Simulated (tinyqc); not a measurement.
Worked calculation (part 2 of 2): UHF in the sto-3g basis, for Be+, spin multiplicity 2. This run ends on a higher stationary point, not on the lowest solution. Computed by tinyqc, a small Python program that keeps every step (integrals from PySCF). Command: `OMP_NUM_THREADS=1 python tinyqc.py 20682 20683 out.jsonl` (the two numbers bound the seeds that draw the settings). One thread of a shared host (Intel(R) Xeon(R) Processor @ 2.60GHz), about 0.1 s of CPU time with the checks.

Geometry (angstrom):

| atom | x | y | z |
|---|---|---|---|
| Be | 0.0000 | 0.0000 | 0.0000 |

## Iteration 3: diagonalisation and new density

extrapolated F(alpha) (hartree):
```
          1Be 1s   1Be 2s  1Be 2px  1Be 2py  1Be 2pz
1Be 1s   -4.9297  -1.4221  -0.0050  -0.0058   0.0015
1Be 2s   -1.4221  -0.7129  -0.0038   0.0028  -0.0181
1Be 2px  -0.0050  -0.0038  -0.1251   0.0109  -0.0344
1Be 2py  -0.0058   0.0028   0.0109  -0.1479   0.0958
1Be 2pz   0.0015  -0.0181  -0.0344   0.0958  -0.4719
```

extrapolated F(beta) (hartree):
```
          1Be 1s   1Be 2s  1Be 2px  1Be 2py  1Be 2pz
1Be 1s   -5.0282  -1.4168   0.0002   0.0007  -0.0013
1Be 2s   -1.4168  -0.6187   0.0020  -0.0019   0.0104
1Be 2px   0.0002   0.0020  -0.0974  -0.0020   0.0072
1Be 2py   0.0007  -0.0019  -0.0020  -0.0938  -0.0171
1Be 2pz  -0.0013   0.0104   0.0072  -0.0171  -0.0331
```

X:
```
               1       2       3       4       5
1Be 1s    0.8217  0.0000  0.0000  0.0000  0.6301
1Be 2s   -0.8217  0.0000  0.0000  0.0000  0.6301
1Be 2px   0.0000  1.0000  0.0000  0.0000  0.0000
1Be 2py   0.0000  0.0000  1.0000  0.0000  0.0000
1Be 2pz   0.0000  0.0000  0.0000  1.0000  0.0000
```

D(alpha) after iteration 2:
```
          1Be 1s   1Be 2s  1Be 2px  1Be 2py  1Be 2pz
1Be 1s    0.9791  -0.0397   0.0887   0.0925   0.0027
1Be 2s   -0.0397   0.0086  -0.0038  -0.0245   0.0544
1Be 2px   0.0887  -0.0038   0.0271  -0.0073   0.0948
1Be 2py   0.0925  -0.0245  -0.0073   0.0863  -0.2482
1Be 2pz   0.0027   0.0544   0.0948  -0.2482   0.9195
```

D(beta) after iteration 2:
```
          1Be 1s   1Be 2s  1Be 2px  1Be 2py  1Be 2pz
1Be 1s    0.7412   0.0210   0.0068  -0.0131   0.0536
1Be 2s    0.0210   0.0009   0.0013  -0.0023   0.0096
1Be 2px   0.0068   0.0013   0.0043  -0.0074   0.0313
1Be 2py  -0.0131  -0.0023  -0.0074   0.0127  -0.0541
1Be 2pz   0.0536   0.0096   0.0313  -0.0541   0.2300
```

overlap S:
```
         1Be 1s  1Be 2s  1Be 2px  1Be 2py  1Be 2pz
1Be 1s   1.0000  0.2595   0.0000   0.0000   0.0000
1Be 2s   0.2595  1.0000   0.0000   0.0000   0.0000
1Be 2px  0.0000  0.0000   1.0000   0.0000   0.0000
1Be 2py  0.0000  0.0000   0.0000   1.0000   0.0000
1Be 2pz  0.0000  0.0000   0.0000   0.0000   1.0000
```

A level shift of 1 hartree raises the virtual space: F + shift (S - S D(s) S), with D(s) the density of one spin. Diagonalise F' = X^T F X, C = X C', fill 2 alpha and 1 beta electrons from the bottom; D(s) = C_occ C_occ^T; the new density keeps 0.5 of the old one (damping). Each column has its largest component positive (the first on a tie).

F' = X^T F X (alpha) (hartree):
```
         1        2        3        4        5
1  -1.2847  -0.0572  -0.0783   0.0475  -2.6518
2  -0.0572   0.8478   0.0181  -0.1292  -0.0730
3  -0.0783   0.0181   0.7658   0.3440  -0.0558
4   0.0475  -0.1292   0.3440  -0.3913  -0.0558
5  -2.6518  -0.0730  -0.0558  -0.0558  -2.9411
```

orbital energies (alpha) (hartree): MO1 -4.8941, MO2 -0.5033, MO3 0.6691, MO4 0.8478, MO5 0.8770

coefficients C (alpha):
```
            MO1      MO2      MO3      MO4      MO5
1Be 1s   0.9942  -0.0190  -0.2853  -0.0459   0.0000
1Be 2s   0.0208   0.0673   1.0298   0.0827   0.0000
1Be 2px  0.0162   0.0950  -0.0630   0.7026   0.7022
1Be 2py  0.0159  -0.2626  -0.0392   0.6971  -0.6659
1Be 2pz  0.0030   0.9580  -0.0720   0.1160  -0.2521
```

F' = X^T F X (beta) (hartree):
```
         1        2       3        4        5
1  -1.1589  -0.0048  0.0087  -0.0363  -2.6404
2  -0.0048   0.8983  0.0053  -0.0241  -0.0050
3   0.0087   0.0053  0.8935   0.0371   0.0115
4  -0.0363  -0.0241  0.0371   0.7369  -0.0444
5  -2.6404  -0.0050  0.0115  -0.0444  -2.8603
```

orbital energies (beta) (hartree): MO1 -4.7843, MO2 0.7254, MO3 0.7648, MO4 0.9017, MO5 0.9019

coefficients C (beta):
```
             MO1      MO2      MO3      MO4      MO5
1Be 1s    0.9930   0.0139  -0.2931  -0.0010   0.0000
1Be 2s    0.0254  -0.0870   1.0315   0.0048   0.0000
1Be 2px   0.0013   0.1409   0.0086   0.6979   0.7022
1Be 2py  -0.0026  -0.2158  -0.0214   0.7139  -0.6659
1Be 2pz   0.0104   0.9625   0.0806   0.0583  -0.2521
```

D(alpha) after iteration 3:
```
          1Be 1s   1Be 2s  1Be 2px  1Be 2py  1Be 2pz
1Be 1s    0.9839  -0.0102   0.0515   0.0567  -0.0062
1Be 2s   -0.0102   0.0068   0.0015  -0.0209   0.0594
1Be 2px   0.0515   0.0015   0.0182  -0.0160   0.0929
1Be 2py   0.0567  -0.0209  -0.0160   0.0778  -0.2499
1Be 2pz  -0.0062   0.0594   0.0929  -0.2499   0.9186
```

D(beta) after iteration 3:
```
          1Be 1s   1Be 2s  1Be 2px  1Be 2py  1Be 2pz
1Be 1s    0.8637   0.0231   0.0040  -0.0079   0.0319
1Be 2s    0.0231   0.0008   0.0007  -0.0012   0.0050
1Be 2px   0.0040   0.0007   0.0021  -0.0037   0.0156
1Be 2py  -0.0079  -0.0012  -0.0037   0.0064  -0.0271
1Be 2pz   0.0319   0.0050   0.0156  -0.0271   0.1151
```

## Convergence

Stop when the energy changes by less than 1e-10 hartree and every element of the error matrix X^T (F D S - S D F) X (for each spin) is below 3e-06.

Course of the cycle:

| iteration | E (hartree) | change | largest element of the error matrix |
|---|---|---|---|
| 1 | -8.755363 | - | 1.10e+00 |
| 2 | -11.223276 | -2.47e+00 | 5.92e-01 |
| 3 | -12.551975 | -1.33e+00 | 3.31e-01 |
| 4 | -13.241809 | -6.90e-01 | 1.89e-01 |
| 5 | -13.593905 | -3.52e-01 | 1.10e-01 |
| 6 | -13.772042 | -1.78e-01 | 6.39e-02 |
| 7 | -13.861759 | -8.97e-02 | 3.76e-02 |
| 8 | -13.906787 | -4.50e-02 | 2.25e-02 |
| 9 | -13.929465 | -2.27e-02 | 1.35e-02 |
| 10 | -13.940898 | -1.14e-02 | 9.13e-03 |
| 11 | -13.946481 | -5.58e-03 | 9.33e-03 |
| 12 | -13.949375 | -2.89e-03 | 9.87e-03 |
| 13 | -13.950874 | -1.50e-03 | 1.04e-02 |
| 14 | -13.951451 | -5.76e-04 | 9.92e-03 |
| ... | ... | ... | ... |
| 42 | -13.950803 | 1.87e-04 | 2.89e-03 |
| 43 | -13.950890 | -8.71e-05 | 2.71e-03 |
| 44 | -13.950901 | -1.16e-05 | 2.53e-03 |
| 45 | -13.950742 | 1.59e-04 | 2.34e-03 |
| 46 | -13.950722 | 2.04e-05 | 2.17e-03 |
| 47 | -13.950456 | 2.66e-04 | 2.01e-03 |
| 48 | -13.950743 | -2.87e-04 | 1.86e-03 |
| 49 | -13.950889 | -1.46e-04 | 1.72e-03 |
| 50 | -13.950935 | -4.56e-05 | 1.59e-03 |
| 51 | -13.950772 | 1.62e-04 | 1.50e-03 |
| 52 | -13.950896 | -1.23e-04 | 1.39e-03 |
| 53 | -13.950963 | -6.71e-05 | 1.28e-03 |
| 54 | -13.950982 | -1.90e-05 | 1.18e-03 |
| 55 | -13.951005 | -2.35e-05 | 1.09e-03 |

PySCF UHF in the same basis, after a stability check = -14.097843 hartree

Not converged within the cap of 55 iterations: the residual falls steadily but slowly, by a factor of about 0.93 a step. Reruns (cap 100 unless said): DIIS 8: converged in 9 to a higher stationary point; damping 0.5: not converged; level shift 0.5: converged in 82; atomic densities as start, DIIS 8: converged in 5; the original settings with a cap of 400: not converged.
